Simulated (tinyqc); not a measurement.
Landau-Devonshire theory of a uniaxial ferroelectric: one step, computed by the program tinyqc.

G(P) = (alpha/2) P^2 + (beta*/4) P^4 + (gamma/6) P^6 - E P per volume, SI units, one domain, P along the polar axis.

Problem. The 180-degree wall. With the term (g/2) (dP/dx)^2, (g/2) P'^2 = G(P) - G(Ps) across the wall: energy = int_(-Ps)^(Ps) sqrt(2 g [G(P) - G(Ps)]) dP (40 Gauss-Legendre points); width = 2 Ps over the slope at P = 0, sqrt(2 |G(Ps)|/g). Elastic coupling inside the wall is left out.

Inputs (values chosen for the exercise, for a model ferroelectric):

| quantity | value | unit |
|---|---|---|
| Curie-Weiss temperature T0 | 370 | K |
| gamma | 6.78e+08 | J m^9/C^6 |
| temperature T | 224 | K |
| gradient coefficient g | 1.4e-10 | J m^3/C^2 |

Sample: free crystal.

spontaneous polarisation Ps = 66.46648 microcoulomb/cm^2

alpha = -4.131800e+07 J m/C^2

beta* = -2.06e+08 J m^5/C^4

well depth G(Ps) = -9.434878 MJ/m^3

Give: wall energy; wall width.

Solution.

wall energy = 49.84 mJ/m^2

wall width = 3.621 nm
